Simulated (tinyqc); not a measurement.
Luttinger-Kohn k.p, four valence bands, step by step. Computed by tinyqc, a small Python program that keeps every step. Settings: g1 = 12.22, g2 = 1.6, g3 = 3.12. Command: `OMP_NUM_THREADS=1 python tinyqc.py 30833 30834 out.jsonl` (the two numbers bound the seeds that draw the settings). One thread of a shared host (Intel(R) Xeon(R) Processor @ 2.60GHz), about 0.01 s of CPU time with the checks.

## Bloch Hamiltonian at k

Luttinger parameters chosen for this model; energies are counted downward from the top of the valence band:
```
parameter,value,unit
g1,12.220000,
g2,1.600000,
g3,3.120000,
```

k point k (1/angstrom): -0.011000  0.033000  0.024000

P = c g1 k^2, Q = c g2 (kx^2 + ky^2 - 2 kz^2), R = c sqrt3 [-g2 (kx^2 - ky^2) + 2i g3 kx ky], S = 2 c sqrt3 g3 (kx - i ky) kz, c = hbar^2/2m = 3.809982 eV angstrom^2; rows [P+Q, -S, R, 0], [-S*, P-Q, 0, R], [R*, 0, P-Q, S], [0, R*, S*, P+Q]. The path ends lie at |k| = 0.06 1/angstrom.

H(k) at k (eV), lower triangle (Hermitian):
```
,3/2,1/2,-1/2,-3/2
3/2,0.083506
1/2,0.010871-0.032613i,0.082799
-1/2,0.010221+0.014948i,0.000000,0.082799
-3/2,0.000000,0.010221+0.014948i,-0.010871+0.032613i,0.083506
```

## Levels at k

Diagonalise the Hermitian matrix.

eigenvalues (eV): 0.044296  0.044296  0.122009  0.122009

## Bands along a path

The same steps at evenly spaced points between the labelled ones.

Bands along the path (eV):
```
k,band 1,band 2,band 3,band 4
[111],0.082021,0.082021,0.253196,0.253196
[111]-G 0.25,0.046137,0.046137,0.142423,0.142423
[111]-G 0.50,0.020505,0.020505,0.063299,0.063299
[111]-G 0.75,0.005126,0.005126,0.015825,0.015825
G,0.000000,0.000000,0.000000,0.000000
G-[100] 0.25,0.007732,0.007732,0.013219,0.013219
G-[100] 0.50,0.030929,0.030929,0.052875,0.052875
G-[100] 0.75,0.069591,0.069591,0.118969,0.118969
[100],0.123718,0.123718,0.211500,0.211500
```

## Hole masses

E = c [g1 k^2 -/+ 2 sqrt(g2^2 k^4 + 3 (g3^2 - g2^2)(kx^2 ky^2 + ky^2 kz^2 + kz^2 kx^2))] with c = hbar^2/2m, and m* = hbar^2 k^2 / (2 E).

Masses (electron masses):
```
direction,heavy,light
[100],0.110865,0.064851
[110],0.151881,0.056004
[111],0.167224,0.054171
```
